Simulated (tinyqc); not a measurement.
MOSFET in the linear regime without short-channel effects, parameter extraction from computed curves: two steps of the calculation.

Inversion charge Q = Cox n Vt W0(exp((Vg - VT)/(n Vt))), W0 the Lambert function and n = nf; u = Q/Cox; mobility mu = mu0/(1 + th1 u + th2 u^2); channel resistance Rch = (L - dL)/(W mu Q); Id = Vd/(Rch + Rsd/W). Cox = eps0 eox/tox. Small Vd, no channel-length or drain effects.

Parameters, values chosen for the exercise; channel values of the order met in silicon transistors:
- T = 77 K (temperature)
- eox = 25.7 (relative permittivity of the gate insulator (close to zirconium oxide))
- tox = 5.1 nm (insulator thickness)
- mu0 = 120 cm^2/(V s) (low-field mobility)
- th1 = 0.23 1/V (first mobility attenuation factor)
- th2 = 0 1/V^2 (second mobility attenuation factor)
- VT = 0.53 V (threshold voltage)
- nf = 1.35 (body factor)
- W = 1 um (gate width)
- L = 0.21 um (drawn gate length)
- dL = 0.011 um (drawn less effective length)
- Rsd = 210 ohm um (source plus drain resistance)
- Vd = 0.02 V (drain voltage)

Constants: q = 1.602176634e-19 C, kB = 1.380649e-23 J/K, Vt = kB T/q, eps0 = 8.8541878128e-14 F/cm where lengths are in cm. Results are converted to the units shown.

Problem 1. Transfer curve. u, mu, Rch and Id as defined.

Vg, point 0 to 11 (V): 0.33  0.43  0.53  0.63  0.73  0.83  0.93  1.03  1.13  1.23  1.33  1.43

Wanted: u; mu; Rch; Id.

Solution 1.

```
point      u (V)  mu (cm^2/(V s))  Rch (ohm)    Id (uA)
0      1.802e-12            120.0   2.063e14  9.694e-11
1       1.270e-7            120.0    2.926e9   6.836e-6
2       0.005080            119.9    7.324e4     0.2723
3        0.08035            117.8       4711      4.064
4         0.1735            115.4       2228      8.203
5         0.2695            113.0       1465      11.94
6         0.3667            110.7       1099      15.28
7         0.4646            108.4      885.4      18.26
8         0.5629            106.2      745.8      20.93
9         0.6615            104.2      647.4      23.33
10        0.7602            102.1      574.4      25.50
11        0.8591            100.2      518.1      27.47
```

Problem 2. Threshold and mobility at the peak transconductance. gm_i = (Id_(i+1) - Id_(i-1))/(Vg_(i+1) - Vg_(i-1)); at the point j of largest gm the tangent meets the axis at V_ext = Vg_j - Id_j/gm_j; field-effect mobility gm_j L/(W Cox Vd) with the drawn L.

```
point  Vg (V)        Id (uA)
0        0.33  9.6944751e-11
1        0.43   6.8358033e-6
2        0.53     0.27227607
3        0.63      4.0639992
4        0.73      8.2026129
5        0.83      11.943396
6        0.93      15.279857
7        1.03      18.257854
8        1.13      20.925876
9        1.23      23.326943
10       1.33      25.497623
11       1.43      27.468635
```

Find: gm; j; V_ext; field-effect mobility.

Solution 2.

gm, point 1 to 10 (uS): 1.3614  20.320  39.652  39.397  35.386  31.572  28.230  25.345  22.859  20.708
j = 3
V_ext = 0.52751 V
field-effect mobility = 93.312 cm^2/(V s)

V_ext is 2.5 mV below the model VT, and the mobility so found is 26 % below mu0 L/(L - dL) = 127 cm^2/(V s), the value for the drawn L; attenuation, series resistance and the slow approach of Q to a straight line all lower the peak gm.

tinyqc, about 0.01 s, one thread, Intel Xeon 2.30GHz (shared host): `OMP_NUM_THREADS=1 python tinyqc.py 2210116 2210117 out.jsonl`
